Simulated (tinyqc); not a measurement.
Lifetime against injection: carrier lifetime from Shockley-Read-Hall, radiative, Auger and surface recombination. Computed by tinyqc, a small Python program. Command: `OMP_NUM_THREADS=1 python tinyqc.py 3026660 3026661 out.jsonl lifetime walk`. One thread of a shared host (Intel(R) Xeon(R) Processor @ 2.30GHz), about 0.02 s of CPU time with the checks.

Energies are counted from the top of the valence band. Boltzmann statistics, full ionisation, and equal excess densities of electrons and holes.

Inputs (values chosen for the exercise, for a model semiconductor): gap E_g = 2.36 eV; electron mass m_e = 0.55 m_0; valleys M_c = 3; hole mass m_h = 0.803 m_0; temperature T = 300 K; doping N = 1.6e+18 cm^-3; trap level E_t = 1.31 eV; trap density N_t = 2.7e+14 cm^-3; electron cross-section sigma_n = 4.2e-17 cm^2; hole cross-section sigma_p = 2.1e-14 cm^2; radiative coefficient B = 4.6e-15 cm^3/s; Auger coefficient C_n = 2.3e-31 cm^6/s; Auger coefficient C_p = 9.2e-31 cm^6/s; diffusion coefficient D = 27 cm^2/s; surface velocity S = 940 cm/s; thickness W = 13 micrometre.

Doping: p-type. Surface term: two equal surfaces.

Constants: m_0 = 9.1093837015e-31 kg; k_B = 1.380649e-23 J/K; h = 6.62607015e-34 J s; k_B = 8.617333262e-05 eV/K.

Method:
- N_c = 2 M_c (2 pi m_e k_B T/h^2)^(3/2) and N_v = 2 (2 pi m_h k_B T/h^2)^(3/2), masses in units of m_0.
- n_i = sqrt(N_c N_v) exp(-E_g/2 k_B T); majority density N/2 + sqrt(N^2/4 + n_i^2), minority density n_i^2 over it.
- v = sqrt(3 k_B T/m) with m_e or m_h; tau_n0 = 1/(sigma_n v_n N_t), tau_p0 = 1/(sigma_p v_p N_t); n1 = N_c exp(-(E_g - E_t)/k_B T), p1 = N_v exp(-E_t/k_B T).
- The slowest diffusion mode has x tan x = S W/(2 D) with 0 < x < pi/2 (bisection), and tau_s = W^2/(4 x^2 D). The common approximation is W/(2 S) + W^2/(pi^2 D).
- With n = n_0 + dn, p = p_0 + dn and U/dn = 1/tau: (n p - n_i^2)/dn = n_0 + p_0 + dn = s; 1/tau_SRH = s/[tau_p0 (n + n1) + tau_n0 (p + p1)]; 1/tau_rad = B s; 1/tau_Aug = (C_n n + C_p p) s; the rates add, with 1/tau_s.
- Rows stop below half the smaller effective density of states.

N_c = 3.07070e+19 cm^-3

N_v = 1.80570e+19 cm^-3

n_0 = 7.82542e-20 cm^-3

p_0 = 1.60e+18 cm^-3

tau_p0 = 1.35318e-08 s

n1 = 70.4715 cm^-3

tau_n0 = 5.59951e-06 s

p1 = 0.00177670 cm^-3

tau_s = 6.96713e-07 s

Lifetimes (s):
```
dn (cm^-3)         SRH   radiative       Auger   effective  radiative efficiency  fastest channel
1.00e+10    5.5995e-06  1.3587e-04  4.2459e-07  2.5148e-07             0.0018509            Auger
1.00e+11    5.5995e-06  1.3587e-04  4.2459e-07  2.5148e-07             0.0018509            Auger
1.00e+12    5.5995e-06  1.3587e-04  4.2459e-07  2.5148e-07             0.0018509            Auger
1.00e+13    5.5995e-06  1.3587e-04  4.2459e-07  2.5148e-07             0.0018509            Auger
1.00e+14    5.5995e-06  1.3586e-04  4.2453e-07  2.5146e-07             0.0018509            Auger
1.00e+15    5.5995e-06  1.3578e-04  4.2400e-07  2.5127e-07             0.0018505            Auger
1.00e+16    5.5996e-06  1.3503e-04  4.1868e-07  2.4939e-07             0.0018470            Auger
1.00e+17    5.6003e-06  1.2788e-04  3.7066e-07  2.3150e-07             0.0018104            Auger
1.00e+18    5.6047e-06  8.3612e-05  1.4669e-07  1.1844e-07             0.0014166            Auger
```

tau_SRH goes from 5.60e-6 s at low injection (the minority capture time, 5.60e-6 s) to 5.60e-6 s in the last row; at high injection it tends to tau_n0 + tau_p0 = 5.61e-6 s. Ruling channel by row: Auger from 1e10 cm^-3.
